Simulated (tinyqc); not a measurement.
Growth mode over temperature: epitaxial growth on a vicinal surface: Burton-Cabrera-Frank step flow, step-edge barrier and island nucleation. Computed by tinyqc, a small Python program. Command: `OMP_NUM_THREADS=1 python tinyqc.py 3029002 3029003 out.jsonl stepflow walk`. One thread of a shared host (Intel(R) Xeon(R) Processor @ 2.30GHz), about 0.05 s of CPU time with the checks.

Adatoms land at rate F, hop on a square grid (a simplification for hexagonal faces), desorb, or join steps. Lengths are in units of a and n is the adatom coverage. Steps ascend at x = 0 and descend at x = l.

Inputs (values chosen for the exercise, close to those used for Si(111)):
```
quantity                                    value      unit
site spacing a                               3.84  angstrom
step height h                                3.14  angstrom
diffusion barrier E_d                        1.12        eV
desorption energy E_a                        2.89        eV
adatom formation energy E_f                  1.05        eV
step-edge barrier E_s                       0.091        eV
attempt frequency nu                            1       THz
deposition rate F                             2.5  layers/s
miscut angle                                    2   degrees
temperature T                                 630         C
critical nucleus size i                         2         -
binding energy of the critical nucleus E_i   0.75        eV
```

Constants: k_B = 8.617333262e-05 eV/K.

Method:
- D = nu exp(-E_d/(k_B T)) (a^2/s, nu counted per direction); tau = exp(E_a/(k_B T))/nu; x_s = sqrt(D tau); n_eq = exp(-E_f/(k_B T)); terrace width l = h/(a tan(miscut)); Schwoebel length l_s = exp(E_s/(k_B T)) - 1.
- D n'' - n/tau + F = 0 with n(0) = n_eq and -l_s n'(l) = n(l) - n_eq. With u = n - F tau, A = n_eq - F tau, y = l/x_s, s = l_s/x_s: u = A cosh(x/x_s) + B sinh(x/x_s), B = A (1 - cosh y - s sinh y)/(sinh y + s cosh y). Flux into the ascending step J+ = D B/x_s, over the descending one J- = -(D/x_s)(A sinh y + B cosh y); step velocity J+ + J-; growth rate (J+ + J-)/l. For small y: J+ + J- = (F - n_eq/tau) l, J-/J+ = l/(l + 2 l_s).
- Island density on a flat surface without desorption: N = 0.25 (F/D)^(i/(i+2)) exp(E_i/((i+2) k_B T)) per site, with E_i = 0 for i = 1; spacing l_n = N^(-1/2). Step flow needs an effective width l_eff = 2 x(peak) below l_n.
- Temperatures in kelvin are T(C) + 273.15.
- x(peak) solves tanh(x/x_s) = -B/A. Rows where evaporation outweighs deposition are left out.

Scales:
```
T (C)     x_s (a)  l_s (a)  incorporated share  l_n (a)  l_eff/l_n
430    2.2038e+06   3.4899             1.00000    3.332     7.9389
480    8.3573e+05   3.0638             1.00000    5.018     5.2060
530    3.5759e+05   2.7241             1.00000    7.182     3.6001
580    1.6901e+05   2.4479             1.00000    9.856     2.6006
630    8.6795e+04   2.2196             1.00000   13.060     1.9482
680    4.7801e+04   2.0280             1.00000   16.801     1.5048
730    2.7938e+04   1.8654             1.00000   21.079     1.1929
780    1.7183e+04   1.7257             1.00000   25.882     0.9668
830    1.1045e+04   1.6046             1.00000   31.193     0.7988
```

What follows from these numbers?

The ratio falls below 1 between 730 and 780 C: islands below, step flow above. Incorporation goes from 100.0 % to 100.0 %.

Extremes, crossings and ranges named in words are read from the listed rows.
